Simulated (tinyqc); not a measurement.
Changing the total dopant density N: dopants and charged point defects at anneal temperature: Fermi-level effect, clustering and pairing. Computed by tinyqc, a small Python program. Command: `OMP_NUM_THREADS=1 python tinyqc.py 3028153 3028154 out.jsonl pairing sweep`. One thread of a shared host (Intel(R) Xeon(R) Processor @ 2.30GHz), about 0.04 s of CPU time with the checks.

Boltzmann statistics and full ionisation of active dopants. Energies are counted from the valence band; the defect (a vacancy or self-interstitial) has five charge states, with all degeneracy factors one.

Inputs (values chosen for the exercise, with bands modelled on silicon):
```
quantity                                         value    unit
gap at 0 K E_g0                                   1.17      eV
Varshni alpha                                 0.000486    eV/K
Varshni beta                                       650       K
electron mass m_e                                0.337     m_0
valleys M_c                                          6       -
hole mass m_h                                    0.813     m_0
anneal temperature T                               840       K
formation enthalpy of the neutral defect H_f      2.45      eV
formation entropy S_f                              3.9     k_B
site density N_s                               4.3e+22   cm^-3
intrinsic dopant diffusivity D_i               5.3e-17  cm^2/s
anneal time t                                       20       s
dopant atoms per cluster k                           3       -
cluster binding energy E_b                        1.29      eV
```

Dopant: acceptor. Second part: clustering of the dopant.

defect levels as fractions of E_g(T): (2+/+), (+/0), (0/-), (-/2-): 0.13  0.16  0.44  0.95

Constants: m_0 = 9.1093837015e-31 kg; k_B = 1.380649e-23 J/K; h = 6.62607015e-34 J s; k_B = 8.617333262e-05 eV/K.

Method:
- E_g = E_g0 - alpha T^2/(T + beta).
- N_c = 2 M_c (2 pi m_e k_B T/h^2)^(3/2) and N_v = 2 (2 pi m_h k_B T/h^2)^(3/2), masses in units of m_0.
- n_i = sqrt(N_c N_v) exp(-E_g/2 k_B T); E_i = E_g/2 + (k_B T/2) ln(N_v/N_c).
- p = A/2 + sqrt(A^2/4 + n_i^2) for an active density A.
- k ionised dopants and k carriers form one neutral cluster: C = N_s (A/N_s)^k (p/N_b)^k exp(E_b/k_B T), N_b the effective density of states of the majority band, and N = A + k C (60 bisections in ln A between ln N - 90 and ln N).
- chi = n/n_i (for acceptors n_i/p); E_F = E_i + k_B T ln chi; field enhancement h = 1 + A/sqrt(A^2 + 4 n_i^2).
- C_0 = N_s exp(S_f/k_B) exp(-H_f/k_B T). Ratios to the neutral state at E_F = E_i: r_+ = exp((E(+/0) - E_i)/k_B T), r_2+ = r_+ exp((E(2+/+) - E_i)/k_B T), r_- = exp((E_i - E(0/-))/k_B T), r_2- = r_- exp((E_i - E(-/2-))/k_B T); at other E_F state q scales as chi^(-q). The enhancement is sum r_q chi^(-q)/sum r_q. The charge on the defects is left out of neutrality.
- If every charge state of the defect carries the dopant equally well, D = D_i x enhancement x h x (active share A/N, a rough stand-in that overstates the dA/dN which immobile clusters call for), D_i being an input held fixed when T or H_f is moved; diffusion length 2 sqrt(D t).

One run for each value:
```
total dopant density N (cm^-3)  active density A (cm^-3)  enhancement over intrinsic   D/D_i  E_F (eV)  mean charge (e)
1.00e+17                                      1.0000e+17                      0.8394  1.0825   0.43131          -0.5481
3.00e+17                                      3.0000e+17                      0.6561  1.0971   0.39393          -0.4048
9.00e+17                                      9.0000e+17                      0.5097  0.9882   0.32789          -0.1506
3.00e+18                                      2.9999e+18                      0.5201  1.0371   0.24285           0.2029
8.00e+18                                      7.9644e+18                      0.7816  1.5555   0.17236           0.6722
2.00e+19                                      1.6833e+19                      1.5406  2.5930   0.11821           1.1453
7.00e+19                                      2.6091e+19                      2.6937  2.0080   0.08649           1.3975
2.00e+20                                      3.2611e+19                      3.7246  1.2146   0.07035           1.5057
7.00e+20                                      4.0979e+19                      5.3123  0.6220   0.05382           1.6006
2.00e+21                                      4.9104e+19                      7.1382  0.3505   0.04072           1.6645
```

Describe and explain the trends.

Over the rows, active density A (cm^-3) rises from 1.00e17 to 4.91e19 (exponent d ln y / d ln x 1.00 between the first rows and 0.17 between the last); enhancement over intrinsic goes from 0.839 through a minimum among these rows, 0.510 at 9.00e17, to 7.14; D/D_i lies between 0.351 and 2.59 without a single trend. At the low end the exponent of active density A is 1.00, close to 1: no clustering. Once clusters hold most of the dopant and A exceeds n_i, the exponent of A tends to 1/(2k) = 0.167; between the last rows it is 0.172.

Extremes, crossings and ranges named in words are read from the listed rows.
